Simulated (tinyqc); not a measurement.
## Composition from the perpendicular lattice constant

Inverse problem. The layer is x parts of the first compound and 1 - x of the second, grown coherently on the second as substrate and barrier. Rows of the table: lattice constant a, average valence level Ea on an absolute scale, spin-orbit splitting so, gaps at Gamma, X and L, hydrostatic deformation potentials av and ac (Gamma), shear potential b, elastic constants, electron and heavy-hole (along z) masses. All are interpolated linearly in x; gaps get -C x (1 - x), taken wholly in the conduction band; real line-ups can differ from this model by 0.1 eV or more. In-plane strain e = (a_substrate - a)/a, e_z = -2 (c12/c11) e, volume change 2 e + e_z. X-ray diffraction gives a_z = a (1 + e_z) of the coherent layer. Find x, e and the relaxed Gamma gap.

Inputs (values chosen for the exercise):
```
symbol  value  unit                  meaning
CG      0.477    eV  bowing of the Gamma gap
CX        1.4    eV      bowing of the X gap
CL       0.33    eV      bowing of the L gap
```

Binary compounds, values chosen for the exercise:
```
	close to InAs	close to GaAs
a (angstrom)	6.058	5.653
Ea (eV)	-6.67	-6.92
so (eV)	0.378	0.34
EG (eV)	0.352	1.41
EX (eV)	1.38	1.87
EL (eV)	1.06	1.72
av (eV)	0.998	1.16
ac (eV)	-5.03	-7.07
b (eV)	-1.77	-1.72
c11 (GPa)	84.3	119
c12 (GPa)	45.7	54.6
me (m0)	0.0229	0.067
mh (m0)	0.331	0.346
```

lattice constant along the growth direction = 5.78648320 angstrom

Answer. a_z changes steadily with x, about (1 + 2 c12/c11) times as fast as the relaxed lattice constant, so one composition matches.

x = 0.1700
e = -1.203 %
relaxed Gamma gap = 1.163 eV

Program tinyqc, `OMP_NUM_THREADS=1 python tinyqc.py 2690139 2690140 out.jsonl`; Intel Xeon 2.30GHz, shared host, one thread, about 0.01 s.
